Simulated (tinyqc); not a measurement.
Inside a calculation. Method: extended Hueckel theory, for H6. One step of it, computed by the program tinyqc.

Task: Wolfsberg-Helmholz matrix. H_ij = K' S_ij (H_ii + H_jj)/2 for i != j (the diagonal keeps H_ii), with K' = 1.5.

overlap S:
```
          1H 1s     2H 1s     3H 1s     4H 1s     5H 1s     6H 1s
1H 1s  1.000000  0.601226  0.126857  0.031275  0.003736  0.000666
2H 1s  0.601226  1.000000  0.421417  0.126857  0.018095  0.003736
3H 1s  0.126857  0.421417  1.000000  0.601226  0.126645  0.031217
4H 1s  0.031275  0.126857  0.601226  1.000000  0.420859  0.126645
5H 1s  0.003736  0.018095  0.126645  0.420859  1.000000  0.601226
6H 1s  0.000666  0.003736  0.031217  0.126645  0.601226  1.000000
```

diagonal H_ii (eV): 1H 1s -13.600000, 2H 1s -13.600000, 3H 1s -13.600000, 4H 1s -13.600000, 5H 1s -13.600000, 6H 1s -13.600000

K = 1.500000

Give: H.

Result:

H (eV):
```
          1H 1s     2H 1s     3H 1s     4H 1s     5H 1s     6H 1s
1H 1s  -13.6000  -12.2650   -2.5879   -0.6380   -0.0762   -0.0136
2H 1s  -12.2650  -13.6000   -8.5969   -2.5879   -0.3691   -0.0762
3H 1s   -2.5879   -8.5969  -13.6000  -12.2650   -2.5836   -0.6368
4H 1s   -0.6380   -2.5879  -12.2650  -13.6000   -8.5855   -2.5836
5H 1s   -0.0762   -0.3691   -2.5836   -8.5855  -13.6000  -12.2650
6H 1s   -0.0136   -0.0762   -0.6368   -2.5836  -12.2650  -13.6000
```
